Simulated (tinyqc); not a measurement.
UHF in the 6-31g basis, for H3, spin multiplicity 2, step by step (part 2 of 2). Computed by tinyqc, a small Python program that keeps every step (integrals from PySCF). Command: `OMP_NUM_THREADS=1 python tinyqc.py 31699 31700 out.jsonl` (the two numbers bound the seeds that draw the settings). One thread of a shared host (Intel(R) Xeon(R) Processor @ 2.60GHz), about 0.08 s of CPU time with the checks.

Geometry (angstrom):
```
atom        x        y         z
H     0.00000  0.00000   0.00000
H     0.00000  0.00000   1.56400
H     0.00000  0.00000  -1.56400
```

## Iteration 3: building the Fock matrix

D(alpha) after iteration 2, order 1H 1s, 1H 2s, 2H 1s, 2H 2s, 3H 1s, 3H 2s:
```
[[0.03086, 0.04819, 0.04067, 0.05807, 0.04067, 0.05807],
 [0.04819, 0.07526, 0.06352, 0.09068, 0.06352, 0.09068],
 [0.04067, 0.06352, 0.13336, 0.21799, -0.02616, -0.06494],
 [0.05807, 0.09068, 0.21799, 0.36016, -0.06494, -0.14166],
 [0.04067, 0.06352, -0.02616, -0.06494, 0.13336, 0.21799],
 [0.05807, 0.09068, -0.06494, -0.14166, 0.21799, 0.36016]]
```

D(beta) after iteration 2, order 1H 1s, 1H 2s, 2H 1s, 2H 2s, 3H 1s, 3H 2s:
```
[[0.08173, 0.15755, 0.03067, 0.04782, 0.03067, 0.04782],
 [0.15755, 0.30370, 0.05911, 0.09219, 0.05911, 0.09219],
 [0.03067, 0.05911, 0.01151, 0.01794, 0.01151, 0.01794],
 [0.04782, 0.09219, 0.01794, 0.02798, 0.01794, 0.02798],
 [0.03067, 0.05911, 0.01151, 0.01794, 0.01151, 0.01794],
 [0.04782, 0.09219, 0.01794, 0.02798, 0.01794, 0.02798]]
```

core Hamiltonian H = T + V (hartree), order 1H 1s, 1H 2s, 2H 1s, 2H 2s, 3H 1s, 3H 2s:
```
[[-0.93425, -0.92797, -0.11172, -0.34133, -0.11172, -0.34133],
 [-0.92797, -1.06372, -0.32071, -0.55975, -0.32071, -0.55975],
 [-0.11172, -0.32071, -0.76507, -0.81664, -0.00008, -0.01597],
 [-0.34133, -0.55975, -0.81664, -0.90050, -0.01597, -0.09071],
 [-0.11172, -0.32071, -0.00008, -0.01597, -0.76507, -0.81664],
 [-0.34133, -0.55975, -0.01597, -0.09071, -0.81664, -0.90050]]
```

nuclear repulsion = 0.8458715 hartree

Given earlier and not repeated: Two-electron integrals (ij|kl) in chemists' order.

J_ij = sum D_kl (ij|kl) with D = D(alpha) + D(beta), K_ij = sum D_kl (ik|jl) for each spin; F = H + J - K(s); E = tr D H + tr D J / 2 - 0.5 sum_s tr D(s) K(s) + E_nn.

Coulomb J (hartree), order 1H 1s, 1H 2s, 2H 1s, 2H 2s, 3H 1s, 3H 2s:
```
[[1.43561, 0.88518, 0.05762, 0.27833, 0.05762, 0.27833],
 [0.88518, 1.15251, 0.25749, 0.55107, 0.25749, 0.55107],
 [0.05762, 0.25749, 1.26570, 0.77250, 0.00001, 0.00864],
 [0.27833, 0.55107, 0.77250, 0.99441, 0.00864, 0.06886],
 [0.05762, 0.25749, 0.00001, 0.00864, 1.26570, 0.77250],
 [0.27833, 0.55107, 0.00864, 0.06886, 0.77250, 0.99441]]
```

exchange K(alpha) (hartree), order 1H 1s, 1H 2s, 2H 1s, 2H 2s, 3H 1s, 3H 2s:
```
[[0.21897, 0.23427, 0.10513, 0.14531, 0.10513, 0.14531],
 [0.23427, 0.32201, 0.21144, 0.24654, 0.21144, 0.24654],
 [0.10513, 0.21144, 0.56045, 0.46414, -0.01580, 0.00466],
 [0.14531, 0.24654, 0.46414, 0.44507, 0.00466, 0.03357],
 [0.10513, 0.21144, -0.01580, 0.00466, 0.56045, 0.46414],
 [0.14531, 0.24654, 0.00466, 0.03357, 0.46414, 0.44507]]
```

exchange K(beta) (hartree), order 1H 1s, 1H 2s, 2H 1s, 2H 2s, 3H 1s, 3H 2s:
```
[[0.45149, 0.40565, 0.09395, 0.18869, 0.09395, 0.18869],
 [0.40565, 0.42374, 0.11883, 0.21512, 0.11883, 0.21512],
 [0.09395, 0.11883, 0.09693, 0.10804, 0.02230, 0.04494],
 [0.18869, 0.21512, 0.10804, 0.15282, 0.04494, 0.08991],
 [0.09395, 0.11883, 0.02230, 0.04494, 0.09693, 0.10804],
 [0.18869, 0.21512, 0.04494, 0.08991, 0.10804, 0.15282]]
```

F(alpha) (hartree), order 1H 1s, 1H 2s, 2H 1s, 2H 2s, 3H 1s, 3H 2s:
```
[[0.28240, -0.27706, -0.15923, -0.20831, -0.15923, -0.20831],
 [-0.27706, -0.23322, -0.27466, -0.25522, -0.27466, -0.25522],
 [-0.15923, -0.27466, -0.05983, -0.50828, 0.01573, -0.01198],
 [-0.20831, -0.25522, -0.50828, -0.35116, -0.01198, -0.05541],
 [-0.15923, -0.27466, 0.01573, -0.01198, -0.05983, -0.50828],
 [-0.20831, -0.25522, -0.01198, -0.05541, -0.50828, -0.35116]]
```

F(beta) (hartree), order 1H 1s, 1H 2s, 2H 1s, 2H 2s, 3H 1s, 3H 2s:
```
[[0.04987, -0.44844, -0.14805, -0.25169, -0.14805, -0.25169],
 [-0.44844, -0.33495, -0.18205, -0.22380, -0.18205, -0.22380],
 [-0.14805, -0.18205, 0.40369, -0.15218, -0.02237, -0.05227],
 [-0.25169, -0.22380, -0.15218, -0.05891, -0.05227, -0.11176],
 [-0.14805, -0.18205, -0.02237, -0.05227, 0.40369, -0.15218],
 [-0.25169, -0.22380, -0.05227, -0.11176, -0.15218, -0.05891]]
```

total energy of this density = -1.5110099 hartree

## Iteration 3: DIIS over 2 matrices

error matrix X^T (FDS - SDF) X (alpha):
```
[[0.00000, 0.00948, 0.01430, 0.01614, 0.01430, 0.01614],
 [-0.00948, 0.00000, 0.01260, 0.01220, 0.01260, 0.01220],
 [-0.01430, -0.01260, 0.00000, -0.00485, 0.00000, -0.00123],
 [-0.01614, -0.01220, 0.00485, 0.00000, 0.00123, 0.00000],
 [-0.01430, -0.01260, 0.00000, -0.00123, 0.00000, -0.00485],
 [-0.01614, -0.01220, 0.00123, 0.00000, 0.00485, 0.00000]]
```

B (overlaps of the stored error matrices):
```
[[1.1047596e-02, 7.7971101e-03],
 [7.7971101e-03, 6.3026702e-03]]
```

Minimise |sum c_i e_i|^2 with sum c_i = 1: solve [B -1; -1 0][c; lambda] = [0; -1] with B_ij = tr e_i^T e_j summed over both spins, and take F = sum c_i F_i.

DIIS coefficients: [-0.85103, 1.85103]

extrapolated F(alpha) (hartree), order 1H 1s, 1H 2s, 2H 1s, 2H 2s, 3H 1s, 3H 2s:
```
[[0.32056, -0.24240, -0.15432, -0.19501, -0.15432, -0.19501],
 [-0.24240, -0.20710, -0.27701, -0.25015, -0.27701, -0.25015],
 [-0.15432, -0.27701, -0.07999, -0.52478, 0.01042, -0.01604],
 [-0.19501, -0.25015, -0.52478, -0.36388, -0.01604, -0.05639],
 [-0.15432, -0.27701, 0.01042, -0.01604, -0.07999, -0.52478],
 [-0.19501, -0.25015, -0.01604, -0.05639, -0.52478, -0.36388]]
```

extrapolated F(beta) (hartree), order 1H 1s, 1H 2s, 2H 1s, 2H 2s, 3H 1s, 3H 2s:
```
[[-0.00145, -0.48042, -0.14621, -0.25944, -0.14621, -0.25944],
 [-0.48042, -0.35739, -0.17572, -0.22597, -0.17572, -0.22597],
 [-0.14621, -0.17572, 0.42173, -0.13887, -0.01943, -0.04878],
 [-0.25944, -0.22597, -0.13887, -0.04992, -0.04878, -0.10983],
 [-0.14621, -0.17572, -0.01943, -0.04878, 0.42173, -0.13887],
 [-0.25944, -0.22597, -0.04878, -0.10983, -0.13887, -0.04992]]
```

## Iteration 3: diagonalisation and new density

X, order 1H 1s, 1H 2s, 2H 1s, 2H 2s, 3H 1s, 3H 2s:
```
[[1.27074, -0.55151, 0.02211, 0.05498, 0.02211, 0.05498],
 [-0.55151, 1.64428, 0.04377, -0.44489, 0.04377, -0.44489],
 [0.02211, 0.04377, 1.25495, -0.50220, -0.00167, -0.00860],
 [0.05498, -0.44489, -0.50220, 1.43043, -0.00860, 0.12855],
 [0.02211, 0.04377, -0.00167, -0.00860, 1.25495, -0.50220],
 [0.05498, -0.44489, -0.00860, 0.12855, -0.50220, 1.43043]]
```

Diagonalise F' = X^T F X, C = X C', fill 2 alpha and 1 beta electrons from the bottom; D(s) = C_occ C_occ^T. Each column has its largest component positive (the first on a tie).

F' = X^T F X (alpha) (hartree):
```
[[0.76118, -0.54444, -0.01836, -0.05571, -0.01836, -0.05571],
 [-0.54444, 0.32844, -0.10425, -0.17019, -0.10425, -0.17019],
 [-0.01836, -0.10425, 0.41940, -0.67774, 0.00598, 0.02480],
 [-0.05571, -0.17019, -0.67774, 0.13438, 0.02480, 0.02374],
 [-0.01836, -0.10425, 0.00598, 0.02480, 0.41940, -0.67774],
 [-0.05571, -0.17019, 0.02480, 0.02374, -0.67774, 0.13438]]
```

orbital energies (alpha) (hartree): [-0.53379, -0.45664, 0.10959, 0.96064, 0.98070, 1.13667]

coefficients C (alpha), order 1H 1s, 1H 2s, 2H 1s, 2H 2s, 3H 1s, 3H 2s:
```
[[0.12938, 0.00000, 0.24696, 0.03026, 0.00000, -1.35916],
 [0.18202, 0.00000, 1.05024, -0.52170, 0.00000, 1.41393],
 [0.25417, 0.28667, -0.13956, -0.91299, 0.91059, -0.02413],
 [0.38167, 0.49696, -0.53652, 1.00356, -0.84988, -0.32549],
 [0.25417, -0.28667, -0.13956, -0.91299, -0.91059, -0.02413],
 [0.38167, -0.49696, -0.53652, 1.00356, 0.84988, -0.32549]]
```

F' = X^T F X (beta) (hartree):
```
[[0.50788, -0.67311, -0.01631, -0.08274, -0.01631, -0.08274],
 [-0.67311, 0.22765, -0.06840, -0.17387, -0.06840, -0.17387],
 [-0.01631, -0.06840, 0.81368, -0.47811, -0.00929, 0.00336],
 [-0.08274, -0.17387, -0.47811, 0.32027, 0.00336, -0.00453],
 [-0.01631, -0.06840, -0.00929, 0.00336, 0.81368, -0.47811],
 [-0.08274, -0.17387, 0.00336, -0.00453, -0.47811, 0.32027]]
```

orbital energies (beta) (hartree): [-0.47235, 0.03181, 0.16982, 1.06125, 1.09696, 1.11596]

coefficients C (beta), order 1H 1s, 1H 2s, 2H 1s, 2H 2s, 3H 1s, 3H 2s:
```
[[0.33503, 0.00000, 0.21030, -1.32703, 0.09211, 0.00000],
 [0.59100, 0.00000, 0.76310, 1.53957, 0.32500, 0.00000],
 [0.08372, 0.16377, -0.14178, 0.06135, 0.94199, 0.94050],
 [0.11372, 0.60495, -0.75333, -0.44513, -0.87637, -0.77672],
 [0.08372, -0.16377, -0.14178, 0.06135, 0.94199, -0.94050],
 [0.11372, -0.60495, -0.75333, -0.44513, -0.87637, 0.77672]]
```

D(alpha) after iteration 3, order 1H 1s, 1H 2s, 2H 1s, 2H 2s, 3H 1s, 3H 2s:
```
[[0.01674, 0.02355, 0.03288, 0.04938, 0.03288, 0.04938],
 [0.02355, 0.03313, 0.04626, 0.06947, 0.04626, 0.06947],
 [0.03288, 0.04626, 0.14678, 0.23947, -0.01758, -0.04545],
 [0.04938, 0.06947, 0.23947, 0.39264, -0.04545, -0.10129],
 [0.03288, 0.04626, -0.01758, -0.04545, 0.14678, 0.23947],
 [0.04938, 0.06947, -0.04545, -0.10129, 0.23947, 0.39264]]
```

D(beta) after iteration 3, order 1H 1s, 1H 2s, 2H 1s, 2H 2s, 3H 1s, 3H 2s:
```
[[0.11224, 0.19800, 0.02805, 0.03810, 0.02805, 0.03810],
 [0.19800, 0.34928, 0.04948, 0.06721, 0.04948, 0.06721],
 [0.02805, 0.04948, 0.00701, 0.00952, 0.00701, 0.00952],
 [0.03810, 0.06721, 0.00952, 0.01293, 0.00952, 0.01293],
 [0.02805, 0.04948, 0.00701, 0.00952, 0.00701, 0.00952],
 [0.03810, 0.06721, 0.00952, 0.01293, 0.00952, 0.01293]]
```

## Iteration 9 (converged): orbitals

converged F(alpha) (hartree), order 1H 1s, 1H 2s, 2H 1s, 2H 2s, 3H 1s, 3H 2s:
```
[[0.40844, -0.17473, -0.13870, -0.16369, -0.13870, -0.16369],
 [-0.17473, -0.14602, -0.26988, -0.22561, -0.26988, -0.22561],
 [-0.13870, -0.26988, -0.11484, -0.54324, 0.00675, -0.01714],
 [-0.16369, -0.22561, -0.54324, -0.36496, -0.01714, -0.05165],
 [-0.13870, -0.26988, 0.00675, -0.01714, -0.11484, -0.54324],
 [-0.16369, -0.22561, -0.01714, -0.05165, -0.54324, -0.36496]]
```

converged F(beta) (hartree), order 1H 1s, 1H 2s, 2H 1s, 2H 2s, 3H 1s, 3H 2s:
```
[[-0.07740, -0.52600, -0.13535, -0.26239, -0.13535, -0.26239],
 [-0.52600, -0.37065, -0.15226, -0.21009, -0.15226, -0.21009],
 [-0.13535, -0.15226, 0.46661, -0.10262, -0.01266, -0.03830],
 [-0.26239, -0.21009, -0.10262, -0.01611, -0.03830, -0.09772],
 [-0.13535, -0.15226, -0.01266, -0.03830, 0.46661, -0.10262],
 [-0.26239, -0.21009, -0.03830, -0.09772, -0.10262, -0.01611]]
```

As before.

F' = X^T F X (alpha) (hartree):
```
[[0.83388, -0.51871, -0.00997, -0.04255, -0.00997, -0.04255],
 [-0.51871, 0.35989, -0.09945, -0.15992, -0.09945, -0.15992],
 [-0.00997, -0.09945, 0.38772, -0.69067, 0.00341, 0.02143],
 [-0.04255, -0.15992, -0.69067, 0.13454, 0.02143, 0.01904],
 [-0.00997, -0.09945, 0.00341, 0.02143, 0.38772, -0.69067],
 [-0.04255, -0.15992, 0.02143, 0.01904, -0.69067, 0.13454]]
```

orbital energies (alpha) (hartree): [-0.52740, -0.47477, 0.13814, 0.95449, 0.97457, 1.17325]

coefficients C (alpha), order 1H 1s, 1H 2s, 2H 1s, 2H 2s, 3H 1s, 3H 2s:
```
[[0.09458, 0.00000, 0.22396, 0.02877, 0.00000, -1.36603],
 [0.11095, 0.00000, 1.09269, -0.52671, 0.00000, 1.38701],
 [0.27444, 0.29834, -0.12401, -0.90939, 0.90684, -0.02311],
 [0.41227, 0.48600, -0.50337, 1.01103, -0.85620, -0.31793],
 [0.27444, -0.29834, -0.12401, -0.90939, -0.90684, -0.02311],
 [0.41227, -0.48600, -0.50337, 1.01103, 0.85620, -0.31793]]
```

F' = X^T F X (beta) (hartree):
```
[[0.44298, -0.70411, -0.00968, -0.08166, -0.00968, -0.08166],
 [-0.70411, 0.22247, -0.05657, -0.16422, -0.05657, -0.16422],
 [-0.00968, -0.05657, 0.84947, -0.46356, -0.00701, 0.00705],
 [-0.08166, -0.16422, -0.46356, 0.33898, 0.00705, 0.00122],
 [-0.00968, -0.05657, -0.00701, 0.00705, 0.84947, -0.46356],
 [-0.08166, -0.16422, 0.00705, 0.00122, -0.46356, 0.33898]]
```

orbital energies (beta) (hartree): [-0.49576, 0.05977, 0.17675, 1.05141, 1.11570, 1.13447]

coefficients C (beta), order 1H 1s, 1H 2s, 2H 1s, 2H 2s, 3H 1s, 3H 2s:
```
[[0.37905, 0.00000, -0.19602, -1.31907, 0.06253, 0.00000],
 [0.61909, 0.00000, -0.69794, 1.55283, 0.35473, 0.00000],
 [0.06442, 0.15140, 0.13723, 0.04021, 0.94531, 0.94257],
 [0.06395, 0.61510, 0.76650, -0.43246, -0.87634, -0.76871],
 [0.06442, -0.15140, 0.13723, 0.04021, 0.94531, -0.94257],
 [0.06395, -0.61510, 0.76650, -0.43246, -0.87634, 0.76871]]
```

D(alpha) after iteration 9, order 1H 1s, 1H 2s, 2H 1s, 2H 2s, 3H 1s, 3H 2s:
```
[[0.00895, 0.01049, 0.02596, 0.03899, 0.02596, 0.03899],
 [0.01049, 0.01231, 0.03045, 0.04574, 0.03045, 0.04574],
 [0.02596, 0.03045, 0.16432, 0.25814, -0.01369, -0.03185],
 [0.03899, 0.04574, 0.25814, 0.40616, -0.03185, -0.06623],
 [0.02596, 0.03045, -0.01369, -0.03185, 0.16432, 0.25814],
 [0.03899, 0.04574, -0.03185, -0.06623, 0.25814, 0.40616]]
```

D(beta) after iteration 9, order 1H 1s, 1H 2s, 2H 1s, 2H 2s, 3H 1s, 3H 2s:
```
[[0.14368, 0.23467, 0.02442, 0.02424, 0.02442, 0.02424],
 [0.23467, 0.38328, 0.03988, 0.03959, 0.03988, 0.03959],
 [0.02442, 0.03988, 0.00415, 0.00412, 0.00415, 0.00412],
 [0.02424, 0.03959, 0.00412, 0.00409, 0.00412, 0.00409],
 [0.02442, 0.03988, 0.00415, 0.00412, 0.00415, 0.00412],
 [0.02424, 0.03959, 0.00412, 0.00409, 0.00412, 0.00409]]
```

## Convergence

Stop when the energy changes by less than 1e-10 hartree and every element of the error matrix X^T (F D S - S D F) X (for each spin) is below 3e-06.

Course of the cycle:
```
iteration  E (hartree)     change  largest element of the error matrix
1           -1.3804416          -                             1.33e-01
2           -1.4969798  -1.17e-01                             2.56e-02
3           -1.5110099  -1.40e-02                             1.69e-02
4           -1.5236969  -1.27e-02                             1.05e-02
5           -1.5274127  -3.72e-03                             1.79e-03
6           -1.5274874  -7.47e-05                             3.51e-04
7           -1.5274915  -4.13e-06                             7.94e-05
8           -1.5274916  -1.19e-07                             3.21e-06
9           -1.5274916  -5.93e-11                             8.54e-07
```

PySCF UHF in the same basis, after a stability check = -1.5274916 hartree

Converged in 9 iterations.

## Populations, bond orders and dipole

overlap S, order 1H 1s, 1H 2s, 2H 1s, 2H 2s, 3H 1s, 3H 2s:
```
[[1.00000, 0.65829, 0.04323, 0.20912, 0.04323, 0.20912],
 [0.65829, 1.00000, 0.20912, 0.49441, 0.20912, 0.49441],
 [0.04323, 0.20912, 1.00000, 0.65829, 0.00001, 0.00684],
 [0.20912, 0.49441, 0.65829, 1.00000, 0.00684, 0.05975],
 [0.04323, 0.20912, 0.00001, 0.00684, 1.00000, 0.65829],
 [0.20912, 0.49441, 0.00684, 0.05975, 0.65829, 1.00000]]
```

Mulliken: Z minus the diagonal of D S on the atom; Loewdin: the same with S^(1/2) D S^(1/2); Mayer order: 2 sum_s sum (D(s) S)_ij (D(s) S)_ji over the two atoms.

Charges (e):
```
atom  Mulliken   Loewdin  Mulliken spin
1H    -0.01558  -0.00558       -0.79240
2H     0.00779   0.00279        0.89620
3H     0.00779   0.00279        0.89620
```

Mayer bond orders:
```
pair    order
2-1   0.18593
3-1   0.18593
3-2   0.00869
```

dipole moment about the origin, x y z (debye): [0.00000, 0.00000, 0.00000]

<S^2> of the determinant (pure state: 0.75) = 1.21485
